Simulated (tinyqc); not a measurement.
Slow cooling against a quench: self-consistent Fermi level with native defects, at growth and after a quench. Computed by tinyqc, a small Python program. Command: `OMP_NUM_THREADS=1 python tinyqc.py 3022315 3022316 out.jsonl scfermi walk`. One thread of a shared host (Intel(R) Xeon(R) Processor @ 2.30GHz), about 0.07 s of CPU time with the checks.

Energies are counted from the top of the valence band (VBM); when the gap shrinks with temperature the conduction band moves and the levels stay. The added dopant is taken as fully ionised. D and A draw on one reservoir with opposite signs, as the two vacancies of a compound do.

Inputs (values chosen for the exercise, for a model semiconductor):
```
quantity,value,unit
gap E_g at 300 K,3.37,eV
slope -dE_g/dT above 300 K,0.00021,eV/K
electron mass m_e,0.401,m_0
valleys M_c,3,-
hole mass m_h,2.07,m_0
E_f of the neutral native donor D,2.32,eV
E_f of the neutral native acceptor A,5.761,eV
shift s of the chemical potential,0.3,eV
site density N_s,4.4e+22,cm^-3
dopant density N_X,7e+18,cm^-3
growth temperature T_g,1290,K
temperature of use T,300,K
```

Added shallow dopant: donor.

levels of D above the VBM, most positive state first (eV): [2.12]

levels of A above the VBM, (0/-1) first (eV): [0.321, 0.814]

Constants: m_0 = 9.1093837015e-31 kg; k_B = 1.380649e-23 J/K; h = 6.62607015e-34 J s; k_B = 8.617333262e-05 eV/K.

Method:
- E_f(D, 0) = input + s and E_f(A, 0) = input - s; E_f(q, E_F = 0) follows from the levels, eps(q/q-1) = E_f(q - 1) - E_f(q) at E_F = 0.
- E_g(T) = E_g - slope x max(0, T - 300 K).
- N_c = 2 M_c (2 pi m_e k_B T/h^2)^(3/2) and N_v = 2 (2 pi m_h k_B T/h^2)^(3/2), masses in units of m_0.
- At growth T = T_g.
- n = N_c F_1/2((E_F - E_g)/k_B T), p = N_v F_1/2(-E_F/k_B T).
- F_1/2(eta) = (2/sqrt(pi)) int_0^infinity sqrt(x)/(1 + exp(x - eta)) dx, by the trapezoid rule in t = sqrt(x) with step 0.02 up to t = 12 (for eta < -12 by exp(eta) - exp(2 eta)/2^(3/2)).
- In equilibrium c_q = N_s exp(-(E_f(q, 0) + q E_F)/k_B T).
- Net charge = p - n + sum q c_q + N_X; the log ratio is ln(positive charge/negative charge).
- E_F is the root of the log ratio, by 50 bisections between -0.5 eV and E_g + 0.5 eV.
- After a quench the totals of D and A stay as grown, and each is shared among its charge states with weights exp(-(E_f(q, 0) + q E_F)/k_B T).
- Each E_F by bisection; full equilibrium lets the defects form and vanish at every T.

E_f(q, E_F = 0) (eV): D(+1) 0.500, D(0) 2.620, A(0) 5.461, A(-1) 5.782, A(-2) 6.596

total D = 2.56662e+12 cm^-3

total A = 1.70943e+18 cm^-3

Two histories (densities in cm^-3):
```
T (K),"E_F, equilibrium (eV)",n,p,all defects,"E_F, frozen (eV)","n, frozen","p, frozen"
1090,2.8335,2.5431e+18,4.1012e+07,2.2285e+18,2.8659,3.5811e+18,2.9043e+07
890,2.9267,1.5097e+18,1.0207e+04,2.7452e+18,2.9935,3.5811e+18,4.2707e+03
700,3.0101,7.0080e+17,5.6694e-02,3.1496e+18,3.1094,3.5811e+18,1.0930e-02
500,3.0941,1.8021e+17,1.0454e-11,3.4099e+18,3.2241,3.5811e+18,5.1091e-13
300,3.1760,1.0514e+16,3.3081e-34,3.4947e+18,3.3284,3.5811e+18,9.0932e-37
```

At 300 K equilibrium would leave 3.49e18 defects per cm^3 against 1.71e18 frozen in, and E_F differs by +0.152 eV. The majority density of the quenched sample is 340 times the equilibrium one. Real samples lie between, set by the temperature at which diffusion stops.
